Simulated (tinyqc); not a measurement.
What moves transparency and gain: optical gain and spontaneous emission in a bulk direct-gap semiconductor.

Parabolic bands, vertical transitions, no excitons. For each hole band j: mr = me mj/(me + mj); joint density of states J_j(E) = (mr/c)^(3/2) sqrt(E - Eg)/(2 pi^2), both spins, c = hbar^2/2m0; averaged matrix element |e.p|^2 = m0 Ep/6; alpha_j(E) = 4 pi^2 alpha_f c Ep J_j/(3 nr E) in 1/angstrom (alpha_f the fine-structure constant, listed as alpha among the constants), times 1e8 for 1/cm.

F_j(eta) = (1/Gamma(j + 1)) integral_0^infinity x^j dx/(1 + exp(x - eta)), which tends to exp(eta) for eta << 0.

Quasi-Fermi levels: n = Nc F_1/2(Fc/kT) and p = Nv F_1/2(Fv/kT), Fc counted up from the conduction edge and Fv down from the valence edge; Nc, Nv from N = 2 (m kB T/(4 pi c))^(3/2) with c = hbar^2/2m0, in 1/angstrom^3; times 1e24 for 1/cm^3, with me and (mhh^(3/2) + mlh^(3/2))^(2/3).

For band j the electron sits at Ee = (E - Eg) mr/me above its edge and the hole at Eh = (E - Eg) mr/mj; fe = 1/(1 + exp((Ee - Fc)/kT)), fh = 1/(1 + exp((Eh - Fv)/kT)); gain g = sum_j alpha_j (fe + fh - 1).

Constants: hbar^2/2m0 = 3.80998211 eV angstrom^2; fine-structure constant alpha = 0.007297352564; kB = 8.617333262e-05 eV/K.

Inputs chosen for the exercise (near those of InGaAs; shifted at random, so the results belong to these values and not to a real crystal):

| symbol | value | unit | meaning |
|---|---|---|---|
| Eg | 0.734 | eV | direct gap |
| me | 0.0406 | m0 | electron mass |
| mhh | 0.468 | m0 | heavy-hole mass |
| mlh | 0.0541 | m0 | light-hole mass |
| Ep | 22.3 | eV | Kane energy |
| nr | 3.49 |  | refractive index |
| T | 300 | K |  |
| n | 1.4e+18 | 1/cm^3 | injected density, n = p |

Transparency is Fc + Fv = 0; the peak is the largest g over E at the density n (0 if none).

One parameter was then changed.

Results before and after:

| case | transparency density (1/cm^3) | Fc + Fv (eV) | peak gain (1/cm) |
|---|---|---|---|
| base | 7.16e+17 | 0.0624 | 341 |
| changed | 7.16e+17 | 0.0624 | 325 |

Which of these changes was made? (a) me = 0.0467 m0; (b) mhh = 0.281 m0; (c) Ep = 24.5 eV; (d) T = 340 K; (e) n = 1.82e+18 1/cm^3; (f) nr = 3.66.

Answer: (f) nr = 3.66. Of the candidates, run in turn, only this one gives the changed row.

All candidates:

| case | transparency density (1/cm^3) | Fc + Fv (eV) | peak gain (1/cm) |
|---|---|---|---|
| base | 7.16e+17 | 0.0624 | 341 |
| me = 0.0467 m0 | 8.24e+17 | 0.0467 | 309 |
| mhh = 0.281 m0 | 5.59e+17 | 0.0827 | 714 |
| Ep = 24.5 eV | 7.16e+17 | 0.0624 | 375 |
| T = 340 K | 8.63e+17 | 0.0489 | 219 |
| n = 1.82e+18 1/cm^3 | 7.16e+17 | 0.0921 | 566 |
| nr = 3.66 | 7.16e+17 | 0.0624 | 325 |

Run: tinyqc, `OMP_NUM_THREADS=1 python tinyqc.py 1650762 1650763 out.jsonl`; Intel(R) Xeon(R) Processor @ 2.30GHz, one thread, shared host; about 0.08 s of CPU time with all checks.
